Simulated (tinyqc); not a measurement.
X-ray photoelectron analysis of a thin oxide on a semiconductor: attenuation lengths, thickness, angle series and band offsets. Changing the photon energy. Computed by tinyqc, a small Python program. Command: `OMP_NUM_THREADS=1 python tinyqc.py 3114104 3114105 out.jsonl xps sweep`. One thread of a shared host (Intel(R) Xeon(R) Processor @ 2.30GHz), about 0.01 s of CPU time with the checks.

The same element is seen in the oxide and in the substrate, at nearly the same kinetic energy; films are flat and uniform, and the work function is ignored.

Inputs (values chosen for the exercise, modelled on SiO2 on silicon):
```
quantity                                          value     unit
binding energy of the core level                   99.4       eV
oxide density                                      2.23   g/cm^3
oxide formula mass                                60.08    g/mol
valence electrons per oxide formula                  16        -
oxide gap                                          9.05       eV
substrate density                                  2.33   g/cm^3
substrate formula mass                            28.09    g/mol
valence electrons per substrate formula               4        -
substrate gap                                      1.12       eV
oxide thickness d                                   1.1       nm
emission angle from the normal                       60  degrees
attenuation length over inelastic mean free path   0.95        -
carbon overlayer                                   0.34       nm
```

Method:
- TPP-2M: lambda = E/(E_p^2 [b ln(c E) - C/E + D/E^2]) in angstrom, E_p = 28.8 sqrt(N_v rho/M), b = -0.10 + 0.944/sqrt(E_p^2 + E_g^2) + 0.069 rho^0.1, c = 0.191/sqrt(rho), U = N_v rho/M, C = 1.97 - 0.91 U, D = 53.4 - 20.8 U, with E = photon energy less binding energy in eV.
- Attenuation length L = factor x lambda.
- R_0 = (rho_o/M_o) L_o/((rho_s/M_s) L_s); peak ratio R = I_ox/I_sub = R_0 [exp(d/(L_o cos theta)) - 1]; hence d = L_o cos theta ln(1 + R/R_0). A carbon layer weakens both peaks alike, by exp(-d_C/(L_o cos theta)) if its L is taken equal to L_o. This R_0 leaves out intrinsic losses from the substrate peak, so calibrated values can be larger.

One run for each value:
```
photon energy (eV)  L in the oxide (nm)  ratio R      R_0  depth 3 L_o cos theta (nm)
300                              0.9721   5.1692  0.60016                       1.458
400                              1.2250   2.9346  0.58402                       1.838
533                              1.5564   1.7897  0.57539                       2.335
711                              1.9842   1.1581  0.57034                       2.976
949                              2.5326   0.7849  0.56724                       3.799
1270                             3.2406   0.5493  0.56525                       4.861
1690                             4.1280   0.3970  0.56399                       6.192
2250                             5.2630   0.2922  0.56316                       7.895
3000                             6.7231   0.2178  0.56261                      10.085
```

What does the table show?

Over the rows, L in the oxide (nm) rises from 0.972 to 6.72 (exponent d ln y / d ln x 0.80 between the first rows and 0.85 between the last); ratio R falls from 5.17 to 0.218 (exponent d ln y / d ln x -2.0 between the first rows and -1.0 between the last); R_0 falls from 0.600 to 0.563 (exponent d ln y / d ln x -0.095 between the first rows and -0.0034 between the last).

Caution (all rows): beyond about 60 degrees elastic scattering and roughness make a single attenuation length unreliable.

Extremes, crossings and ranges named in words are read from the listed rows.
